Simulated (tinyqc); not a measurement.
Sp3 tight binding, zinc-blende lattice, step by step. Computed by tinyqc, a small Python program that keeps every step. Command: `OMP_NUM_THREADS=1 python tinyqc.py 29939 29940 out.jsonl` (the two numbers bound the seeds that draw the settings). One thread of a shared host (Intel(R) Xeon(R) Processor @ 2.60GHz), about 0.01 s of CPU time with the checks.

## Bloch Hamiltonian at k

Parameters chosen for this model: zinc-blende lattice, anion at 0, cation at a/4 (1,1,1); V = eta hbar^2 / (m d^2), hbar^2/m = 7.619964 eV angstrom^2:

| parameter | value | unit |
|---|---|---|
| a | 6.570000 | angstrom |
| d | 2.844893 | angstrom |
| Es anion | -13.760000 | eV |
| Ep anion | -5.670000 | eV |
| Es cation | -13.760000 | eV |
| Ep cation | -5.670000 | eV |
| eta ss | -1.320000 |  |
| eta sp | 1.420000 |  |
| eta pp sigma | 2.220000 |  |
| eta pp pi | -0.630000 |  |
| V ss | -1.242782 | eV |
| V sp | 1.336932 | eV |
| V pp sigma | 2.090133 | eV |
| V pp pi | -0.593146 | eV |

k point k (2 pi / a): -0.130000  0.000000  0.070000

Slater-Koster rules over the four bonds with direction cosines (l, m, n): ss V_ss; s-px l V_sp; px-s -l V_sp; px-px l^2 V_pps + (1 - l^2) V_ppp; px-py l m (V_pps - V_ppp); each times exp(i k.d).

H(k) at k (eV), lower triangle (Hermitian):
```
                     a s                a px                a py                a pz
a s           -13.760000
a px            0.000000           -5.670000
a py            0.000000            0.000000           -5.670000
a pz            0.000000            0.000000            0.000000           -5.670000
c s            -4.838444  0.000000-0.622327i           -0.068706  0.000000+0.331767i
c px  0.000000+0.622327i            1.172956  0.000000-0.384440i            0.079614
c py            0.068706  0.000000-0.384440i            1.172956  0.000000+0.721132i
c pz  0.000000-0.331767i            0.079614  0.000000+0.721132i            1.172956

             c s       c px       c py       c pz
c s   -13.760000
c px    0.000000  -5.670000
c py    0.000000   0.000000  -5.670000
c pz    0.000000   0.000000   0.000000  -5.670000
```

## Levels at k

Diagonalise the Hermitian matrix.

eigenvalues (eV): -18.633893  -9.147832  -7.104543  -7.008576  -6.716769  -4.424655  -4.272397  -4.231335

weights |c|^2 of the basis functions:
```
        band 1    band 2    band 3    band 4    band 5    band 6    band 7    band 8
a s   0.498750  0.453331  0.000049  0.003891  0.042449  0.000591  0.000610  0.000329
a px  0.000969  0.034265  0.010690  0.032016  0.421831  0.447489  0.040852  0.011889
a py  0.000004  0.001705  0.453710  0.025911  0.021128  0.001612  0.044674  0.451256
a pz  0.000277  0.010700  0.035551  0.438182  0.014592  0.050307  0.413864  0.036526
c s   0.498750  0.453331  0.000049  0.003891  0.042449  0.000591  0.000610  0.000329
c px  0.000969  0.034265  0.010690  0.032016  0.421831  0.447489  0.040852  0.011889
c py  0.000004  0.001705  0.453710  0.025911  0.021128  0.001612  0.044674  0.451256
c pz  0.000277  0.010700  0.035551  0.438182  0.014592  0.050307  0.413864  0.036526
```

## Bloch Hamiltonian at L

k point L (2 pi / a): 0.500000  0.500000  0.500000

As before.

H(k) at L (eV), lower triangle (Hermitian):
```
                      a s                 a px                 a py                 a pz
a s            -13.760000
a px             0.000000            -5.670000
a py             0.000000             0.000000            -5.670000
a pz             0.000000             0.000000             0.000000            -5.670000
c s   -1.757559-1.757559i   1.091600+1.091600i   1.091600+1.091600i   1.091600+1.091600i
c px  -1.091600-1.091600i   0.426075+0.426075i  -1.264910-1.264910i  -1.264910-1.264910i
c py  -1.091600-1.091600i  -1.264910-1.264910i   0.426075+0.426075i  -1.264910-1.264910i
c pz  -1.091600-1.091600i  -1.264910-1.264910i  -1.264910-1.264910i   0.426075+0.426075i

             c s       c px       c py       c pz
c s   -13.760000
c px    0.000000  -5.670000
c py    0.000000   0.000000  -5.670000
c pz    0.000000   0.000000   0.000000  -5.670000
```

## Levels at L

As before.

eigenvalues (eV): -16.754094  -12.939361  -8.061413  -8.061413  -6.980220  -3.278587  -3.278587  -2.186326

## Bands along a path

The same steps at evenly spaced points between the labelled ones.

Bands along the path (eV):

| k | band 1 | band 2 | band 3 | band 4 | band 5 | band 6 | band 7 | band 8 |
|---|---|---|---|---|---|---|---|---|
| L | -16.754094 | -12.939361 | -8.061413 | -8.061413 | -6.980220 | -3.278587 | -3.278587 | -2.186326 |
| L-G 0.33 | -17.441179 | -11.879271 | -7.826901 | -7.826901 | -6.918588 | -3.513099 | -3.513099 | -2.620962 |
| L-G 0.67 | -18.368613 | -9.953847 | -7.257121 | -7.257121 | -6.830666 | -4.082879 | -4.082879 | -3.706874 |
| G | -18.731127 | -8.788873 | -6.875122 | -6.875122 | -6.875122 | -4.464878 | -4.464878 | -4.464878 |
| G-X 0.33 | -18.240178 | -10.148671 | -7.741046 | -7.741046 | -6.019873 | -4.451278 | -3.598954 | -3.598954 |
| G-X 0.67 | -16.852239 | -12.434678 | -8.826431 | -8.826431 | -5.112319 | -4.460764 | -2.513569 | -2.513569 |
| X | -14.803689 | -14.803689 | -9.247705 | -9.247705 | -4.626311 | -4.626311 | -2.092295 | -2.092295 |
| X-W 0.33 | -14.803689 | -14.803689 | -9.247705 | -9.247705 | -4.626311 | -4.626311 | -2.092295 | -2.092295 |
| X-W 0.67 | -14.803689 | -14.803689 | -9.247705 | -9.247705 | -4.626311 | -4.626311 | -2.092295 | -2.092295 |
| W | -14.803689 | -14.803689 | -9.247705 | -9.247705 | -4.626311 | -4.626311 | -2.092295 | -2.092295 |

With 4 band(s) filled, the highest filled level on these points lies at G and the lowest empty one at L: the bands touch or overlap, so there is no gap.
